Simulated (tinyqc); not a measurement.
Inside a calculation. Model: single-junction solar cell, detailed-balance limit.

tinyqc, about 0.01 s, one thread, Intel Xeon 2.30GHz (shared host): `OMP_NUM_THREADS=1 python tinyqc.py 2820032 2820033 out.jsonl` Printed values are rounded.

Every photon above the gap Eg makes one pair and none below is absorbed; carriers thermalise at T and move without loss. Jsc = q fs X Phi(Eg, Ts); the dark current is J0 = q ge Phi(Eg, T)/ERE with the Boltzmann factor exp(V/Vt). The efficiency is the electrical power over fs X sigma Ts^4.

Inputs (values chosen for the exercise):

| symbol | value | unit | meaning |
|---|---|---|---|
| T | 300 | K | cell temperature |
| Ts | 4500 | K | temperature of the black-body sun |
| fs | 2.16e-5 |  | share of the hemisphere filled by the sun |
| X | 10 |  | concentration |
| ERE | 0.0001 |  | external radiative efficiency |
| ge | 2 |  | number of faces that emit |
| Eg | 2.09 | eV | band gap |

Constants: q = 1.602176634e-19 C, kB = 1.380649e-23 J/K, h = 6.62607015e-34 J s, c = 299792458 m/s, Vt = kB T/q. Results are converted to the units shown.

## Photon flux of the source, term by term

Photon flux above E from a black body at temperature T into a hemisphere: Phi(E, T) = A sum_k exp(-k E/th)[E^2 th/k + 2 E th^2/k^2 + 2 th^3/k^3], k = 1, 2, ..., with th = kB T/q in eV and A = 2 pi q^3/(h^3 c^2). The first six terms at E = Eg, T = Ts are listed; the flux takes all.

th = 0.3877800 eV
A = 9.883290e22 cm^-2 s^-1 eV^-3
terms k = 1..6 (eV^3): 0.01113071  2.121439e-5  6.071002e-8  2.014957e-10  7.221490e-13  2.712616e-15
Phi(Eg, Ts) = 1.102183e21 cm^-2 s^-1

The first term, the Boltzmann limit, holds 99.8 % of the flux.

## Photocurrent, dark current and incident power

Photon flux above E from a black body at temperature T into a hemisphere: Phi(E, T) = A sum_k exp(-k E/th)[E^2 th/k + 2 E th^2/k^2 + 2 th^3/k^3], k = 1, 2, ..., with th = kB T/q in eV and A = 2 pi q^3/(h^3 c^2). Jsc = q fs X Phi(Eg, Ts), J0 = q ge Phi(Eg, T)/ERE. Pin = fs X sigma Ts^4, sigma = 2 pi^5 kB^4/(15 h^3 c^2).

Jsc = 38.14328 mA/cm^2
J0 = 2.842607e-25 mA/cm^2
Pin = 502.2449 mW/cm^2

## Iteration 1: maximum power point by substitution

v at the start = 0

v = Vmp/Vt solves (1 + v) exp(v) = 1 + Jsc/J0; v(new) = ln[(1 + Jsc/J0)/(1 + v)].

v after iteration 1 = 60.16126

## Iteration 2: maximum power point by substitution

As before.

v after iteration 2 = 56.04774

## Course of the iteration: maximum power point by substitution

Stop when v changes by less than 1e-10, or after 40 iterations.

Course of the iteration:
```
iteration         v  |change|
1          60.16126      60.2
2          56.04774      4.11
3          56.11737    0.0696
4          56.11615   1.22e-3
5          56.11617   2.14e-5
6          56.11617   3.74e-7
7          56.11617   6.55e-9
8          56.11617  1.15e-10
9          56.11617   < 1e-11
```

Converged in 9 iterations. At the end each change is about 0.018 times the one before, with alternating sign: linear convergence.

## Voltages, fill factor and efficiency

v = 56.11617

Voc = Vt ln(1 + Jsc/J0), Vmp = v Vt, Jmp = Jsc - J0 (exp(v) - 1), FF = Vmp Jmp/(Voc Jsc), efficiency Vmp Jmp/Pin.

Voc = 1.555289 V
Eg/q - Voc = 0.5347112 V
Vmp = 1.450715 V
Jmp = 37.47546 mA/cm^2
FF = 0.9164316
efficiency = 10.82464 %

Of the voltage deficit, Vt ln(1/ERE) = 238 mV is due to non-radiative recombination.
